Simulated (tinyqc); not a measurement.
Slater-Koster d bands of a bcc metal: sweeps and comparisons. A value that a table varies takes the place of the one given here.

Slater-Koster d bands. For a bond with direction cosines (l, m, n) the 5 x 5 block is dds Ps + ddp Pp + ddd (1 - Ps - Pp), the projectors on sigma, pi and delta states about the bond; for instance <xy|xy> = 3 l^2 m^2 dds + (l^2 + m^2 - 4 l^2 m^2) ddp + (n^2 + l^2 m^2) ddd, <xy|yz> = 3 l m^2 n dds + l n (1 - 4 m^2) ddp + l n (m^2 - 1) ddd and <3z2-r2|3z2-r2> = (n^2 - (l^2 + m^2)/2)^2 dds + 3 n^2 (l^2 + m^2) ddp + (3/4)(l^2 + m^2)^2 ddd. H(k) sums the blocks times cos(k.R) over the neighbours; the d level is the zero of energy; k in 2 pi/a.

Neighbours: eight at (a/2)(1,1,1) and equivalents, and six at a(1,0,0) and equivalents with the integrals times f2.

Mesh: k = f1 b1 + f2 b2 + f3 b3 with fractions (j + 1/2)/N, j = 0 to N - 1, and b = (-1,1,1), (1,-1,1), (1,1,-1) for fcc, (0,1,1), (1,0,1), (1,1,0) for bcc, unit vectors for simple cubic. The lowest Nd/10 of all levels are filled with two electrons each; the bond energy is their sum per atom.

Values chosen for the exercise (of the size met in W; shifted at random, so the results belong to these values and not to a real crystal): dds = -1.421 eV (dd sigma); ddp = 0.853 eV (dd pi); ddd = -0.171 eV (dd delta); f2 = 0.46 (factor on all three integrals for second neighbours); N = 8 (mesh).

## Band filling: full bands against the rectangular model

W = sqrt(12 mu2) with mu2 the mean square level on the mesh; rectangular model: Fermi level W (Nd/10 - 1/2), bond energy -W Nd (10 - Nd)/20. The Fermi level of the mesh is the highest filled level.

Per atom (eV):

| Nd | EF, bands | bond energy, bands | EF, rectangle | bond energy, rectangle |
|---|---|---|---|---|
| 1 | -3.441 | -3.944 | -3.546 | -3.989 |
| 2 | -2.887 | -7.105 | -2.660 | -7.092 |
| 3 | -2.094 | -9.697 | -1.773 | -9.309 |
| 4 | -0.700 | -11.375 | -0.887 | -10.639 |
| 5 | 0.902 | -11.317 | 0.000 | -11.082 |
| 6 | 1.516 | -10.033 | 0.887 | -10.639 |
| 7 | 1.902 | -8.338 | 1.773 | -9.309 |
| 8 | 2.124 | -6.342 | 2.660 | -7.092 |
| 9 | 3.213 | -3.787 | 3.546 | -3.989 |

W = 8.866 eV
full width on the mesh = 10.105 eV

The bond energy is deepest at Nd = 4 (-11.375 eV); the rectangle has its minimum at 5. The two differ most at Nd = 7, by 0.971 eV or 9 % of the deepest value: the second moment fixes the parabola, and higher moments the rest. At Nd = 3 and 7 the bands give -9.697 and -8.338 eV, a skew towards less than half filling.

## Which lattice a d-band metal prefers

fcc has twelve neighbours, bcc eight and six (the six times f2), simple cubic six. The integrals of bcc and sc are scaled so that all three have the second moment of fcc, which stands for equal repulsion (structural energy difference theorem). s and p electrons are left out.

Bond energy per atom:

| Nd | fcc (eV) | bcc - fcc (meV) | sc - fcc (meV) |
|---|---|---|---|
| 1 | -4.835 | 348 | -32 |
| 2 | -8.277 | 193 | 34 |
| 3 | -10.838 | -196 | 391 |
| 4 | -12.398 | -544 | 739 |
| 5 | -12.750 | -126 | 811 |
| 6 | -11.934 | 518 | 275 |
| 7 | -10.119 | 632 | -328 |
| 8 | -7.494 | 278 | -749 |
| 9 | -4.073 | -236 | -795 |

scale factors: bcc 1.1378, sc 1.4142

mu3/mu2^1.5: fcc -0.206, bcc -0.191, sc 0.000

mu4/mu2^2: fcc 1.832, bcc 1.685, sc 2.253

largest change of a difference when N is raised to 14 = 53 meV

fcc is lowest for Nd = 2 and 6. bcc is lowest for Nd = 3, 4 and 5. sc is lowest for Nd = 1, 7, 8 and 9. bcc gains most on fcc at Nd = 4 (-544 meV). A small fourth moment marks a two-peaked band, which tends to favour fillings near one half; bcc has -8 % against fcc, and at Nd = 5 it lies -126 meV from fcc (differences of a few tens of meV are within the error of the mesh; hcp is left out, and this d-only model can miss the lattice of the real metal). The third moments, from three-membered rings, skew the bands. That simple cubic wins anywhere comes from keeping d bands and equal second moments alone; no transition metal takes it. Differences below about 53 meV are within the error of this mesh, and the s and p electrons left out weigh most where the d band is nearly empty or full.

## What each integral does

Levels at Gamma, E(t2g) = (8/3) dds + (16/9) ddp + (32/9) ddd + f2 (4 ddp + 2 ddd), E(eg) = (16/3) ddp + (8/3) ddd + f2 (3 dds + 3 ddd), and W = sqrt(12 mu2), the width of a rectangular band with the same second moment mu2 = z (dds^2 + 2 ddp^2 + 2 ddd^2)/5, z = 8 + 6 f2^2. Each row changes one parameter from the base and keeps the others.

Results:

| case | t2g (eV) | eg (eV) | W (eV) |
|---|---|---|---|
| base | -1.4687 | 1.8964 | 8.8655 |
| dds = -1.2079 eV | -0.9004 | 2.1905 | 8.1323 |
| ddp = 0.725 eV | -1.9318 | 1.2137 | 8.3433 |
| ddd = -0.1966 eV | -1.5833 | 1.7928 | 8.8891 |
| f2 = 0.391 | -1.6805 | 2.2259 | 8.6954 |

The largest shifts from the base row, up to three for each result and ties (the steps differ in size, so this ranks the rows, not the parameters). t2g (eV): dds +0.5683, ddp -0.4631, f2 -0.2118. eg (eV): ddp -0.6827, f2 +0.3295, dds +0.2941. W (eV): dds -0.7332, ddp -0.5222, f2 -0.1701. The ratio of the shifts of t2g and eg names the integral: it is the ratio of the coefficients in the two formulas.

(tinyqc, `OMP_NUM_THREADS=1 python tinyqc.py 1450004 1450005 out.jsonl`, Intel(R) Xeon(R) Processor @ 2.30GHz, 1 thread, shared host, about 0.03 s.)
